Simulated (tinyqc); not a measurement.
Plasmons of a degenerate electron gas in the random-phase approximation, step by step. Values are carried at full precision from step to step, so a last printed digit may differ when a step is redone from the rounded ones.

Zero temperature, parabolic band: kF = (3 pi^2 n)^(1/3), EF = c kF^2/m, Ep^2 = 8 pi c e2 n/(m eb), qTF^2 = 6 pi e2 n/(eb EF), c = hbar^2/2m0, e2 = e^2/(4 pi eps0), n in 1/angstrom^3 (1e-24 per 1/cm^3).

Constants: hbar^2/2m0 = 3.80998211 eV angstrom^2; e^2/(4 pi eps0) = 14.39964547 eV angstrom; a0 (Bohr radius) = 0.5291772105 angstrom.

Values chosen for the exercise (mass and background constant near those of GaN; polar phonons, which mix with the plasmon in the real crystal, and the rise of the mass with filling are left out; not measured data): n = 2.1e+19 1/cm^3 (electron density); m = 0.195 m0 (mass); eb = 5.4 (background dielectric constant); q = 0.106 1/angstrom (wave vector); E = 91.7 meV (energy transfer); qp = 0.0467 1/angstrom (wave vector of the plasmon).

## Scales of the gas

Also rs = (3/(4 pi n))^(1/3) m/(a0 eb).

kF = 0.085352 1/angstrom
EF = 142.34 meV
Ep = 165.83 meV
qTF = 0.086116 1/angstrom
hbar vF = 3.3353 eV angstrom
rs = 1.534

Ep/EF = 1.165. With rs above 1 exchange and correlation, left out here, lower the dispersion noticeably. Ep lies within a factor 2 of the LO phonon of such a crystal (about 92 meV), so the real modes are coupled plasmon-phonon branches.

## The dielectric function at one point

Lindhard function: eps(q, E)/eb = 1 + (qTF/q)^2 (f1 + i f2) with z = q/(2 kF), u = E/(hbar vF q), hbar vF = 2 c kF/m; f1 = 1/2 + [h(z - u) + h(z + u)]/(8 z), h(x) = (1 - x^2) ln|(x + 1)/(x - 1)|; f2 = pi u/2 for z + u < 1, (pi/(8 z))(1 - (z - u)^2) for |z - u| < 1 < z + u, else 0. Pairs exist for c (q^2 - 2 q kF)/m < E < c (q^2 + 2 q kF)/m.

E in eV is E/1000. Give also the loss function Im(-eb/eps).

z, u: 0.6210  0.2594

f1, f2: 0.7573  0.4074

eps/eb = 1.500+0.269i
loss function = 0.116

The point lies inside the pair continuum, so eps has an imaginary part.

## The plasmon at one wave vector

Solve f1 (qTF/q)^2 = -1 above the continuum, and compare with E^2 = Ep^2 + (3/5)(hbar vF q)^2 + (c q^2/m)^2.

top of the continuum = 198.4 meV
plasmon energy = 216.8 meV
short formula = 209.5 meV

The plasmon lies 18.46 meV above the continuum and 30.8 % above Ep; the short formula errs by -3.40 %.

## Where Landau damping starts

Find qc at which the plasmon meets the top of the continuum, eps(qc, c (qc^2 + 2 qc kF)/m) = 0, and compare with Ep/(hbar vF).

qc = 0.05628 1/angstrom
qc/kF = 0.659
energy there = 249.6 meV
Ep/(hbar vF) = 0.04972 1/angstrom

The simple estimate is 0.883 times qc.

## Checks

- F-sum of the loss function at q = 1.3 qc over (pi/2) Ep^2 against 1: both 1.00.
- f1 at E = 0 and z = 0.6 against the static Lindhard function: both 0.86968.

Run: tinyqc, `OMP_NUM_THREADS=1 python tinyqc.py 1651787 1651788 out.jsonl`; Intel(R) Xeon(R) Processor @ 2.30GHz, one thread, shared host; about 0.01 s of CPU time with all checks.
